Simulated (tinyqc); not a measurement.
Atomic layer deposition: Langmuir saturation, growth per cycle and coating of deep features: one step, computed by the program tinyqc.

Precursor A sticks only on free sites, so a long enough pulse saturates; co-reactant B then frees the sites again.

Problem. Flux and saturation time. Wall flux F = p/sqrt(2 pi M k_B T); rate of filling k_a = beta F/q; desorption k_d = 1e13 exp(-E_d/(k_B T)) per second. 1/m^2 = 1e-18/nm^2. Temperatures in kelvin are T(C) + 273.15.

Inputs (values chosen for the exercise, modelled on silicon dioxide from an aminosilane and ozone):
```
quantity                                  value    unit
precursor mass M                            174       u
site density q                              2.5  1/nm^2
sticking probability beta on free sites  0.0017       -
precursor pressure p                        1.5      Pa
temperature T                               275       C
desorption energy E_d                       1.6      eV
```

Constants: u = 1.6605390666e-27 kg; k_B = 1.380649e-23 J/K; k_B = 8.617333262e-05 eV/K.

Give: flux F; k_a; k_d; time to 99 % without desorption, ln(100)/k_a.

Solution.

flux F = 12797 1/(nm^2 s)

k_a = 8.7020 1/s

k_d = 0.019469 1/s

time to 99 % without desorption, ln(100)/k_a = 0.52921 s
